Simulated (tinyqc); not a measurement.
# Metal gate on a two-layer dielectric stack with fixed charge and a dipole: flat band against the thickness t1

Gate, layer 2, layer 1, p-type semiconductor; x runs from the gate inwards. Charges are counted in units of +q. psi is the band bending at the surface, positive towards inversion. Classical charge, Boltzmann statistics, no interface traps.

EOT = 3.9 (t1/e1 + t2/e2), Cox = eps0/(t1/e1 + t2/e2); phi_ms = pM - (chi + Eg - Vt ln(Nv/Na)). Vfb = phi_ms + Vd - (q/eps0) [Q1 (t1/e1 + t2/e2) + Q2 t2/e2 + r1 (t1^2/(2 e1) + t1 t2/e2) + r2 t2^2/(2 e2)]: each charge counts with its electrical distance from the gate. ni = sqrt(Nc Nv) exp(-Eg/(2 Vt)), Eg in volts, pB = Vt ln(Na/ni), Vth = Vfb + 2 pB + sqrt(4 q eps0 eps_r Na pB)/Cox.

Parameters, values chosen for the exercise; band and dielectric values close to those of silicon, layer 1 close to silicon dioxide, layer 2 close to hafnium oxide:
- T = 300 K (temperature)
- Eg = 1.14 eV (band gap)
- eps_r = 11.5 (relative permittivity)
- Nc = 2.76e19 cm^-3 (conduction-band density of states at T)
- Nv = 2.65e19 cm^-3 (valence-band density of states at T)
- chi = 4.11 eV (electron affinity)
- Na = 6.3e17 cm^-3 (acceptor density)
- pM = 4.74 eV (work function of the gate metal)
- e1 = 3.77 (relative permittivity of layer 1)
- t2 = 4.4 nm (thickness of layer 2, next to the gate)
- e2 = 22 (relative permittivity of layer 2)
- Q1 = 2.3e11 cm^-2 (fixed charge at the semiconductor interface)
- Q2 = 2.3e12 cm^-2 (fixed charge between the layers)
- r1 = 4.9e18 cm^-3 (uniform charge density in layer 1)
- r2 = 1.8e18 cm^-3 (uniform charge density in layer 2)
- Vd = 0 V (flat-band shift by a dipole layer between the layers)

Constants: q = 1.602176634e-19 C, kB = 1.380649e-23 J/K, Vt = kB T/q, eps0 = 8.8541878128e-14 F/cm where lengths are in cm. Results are converted to the units shown.

Flat band against the thickness t1:
```
t1 (nm)	EOT (nm)	Vfb (V)	Vth (V)
0.5	1.2972	-0.53655	0.57469
1.3	2.1248	-0.57651	0.64040
2.1	2.9524	-0.63151	0.69106
2.9	3.7800	-0.70157	0.72667
3.6	4.5041	-0.77521	0.74548
4.4	5.3317	-0.87349	0.75286
5.2	6.1593	-0.98682	0.74519
6	6.9869	-1.1152	0.72247
```

Vfb falls from -0.537 to -1.12 V and Vth goes from 0.575 through a maximum of 0.753 (at t1 = 4.4 nm among the rows listed) to 0.722 V. The slope dVfb/dEOT is -48.3 mV/nm between the first two rows and -155 between the last two: the charge inside the growing layer bends the line. A line through the end rows meets EOT = 0 at -0.405 V, against phi_ms + Vd = -0.413 V; an effective work function read from it is off by 8.71 mV from pM.

Program tinyqc, `OMP_NUM_THREADS=1 python tinyqc.py 2010023 2010024 out.jsonl`; Intel Xeon 2.30GHz, shared host, one thread, about 0.01 s.
